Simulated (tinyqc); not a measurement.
Trap density and cross-section from the conductance peak.

Question. For a continuum of interface traps on an n-type substrate Gp/w peaks at 2 pi f tau = 1.9803 with the height 0.40237 q Dit, and tau = 1/(sn vth Nd exp(psi/Vt)) with psi = ps. Find Dit, tau and sn.

Parameters, values chosen for the exercise:
```
symbol,value,unit,meaning
T,300,K,temperature
Nd,2.3e17,cm^-3,donor density
ps,-0.237,V,band bending psi
vth,2.7e7,cm/s,thermal velocity
```

Constants: q = 1.602176634e-19 C, kB = 1.380649e-23 J/K, Vt = kB T/q. Results are converted to the units shown.

peak Gp/w = 4.5771415 nF/cm^2
frequency of the peak = 22470.391 Hz

Solution. The height gives Dit, the position tau, and tau with the surface density gives sn.

Dit = 7.100e10 cm^-2 eV^-1
tau = 1.403e-5 s
sn = 1.100e-16 cm^2

Program tinyqc, `OMP_NUM_THREADS=1 python tinyqc.py 2030021 2030022 out.jsonl`; Intel Xeon 2.30GHz, shared host, one thread, about 0.01 s.
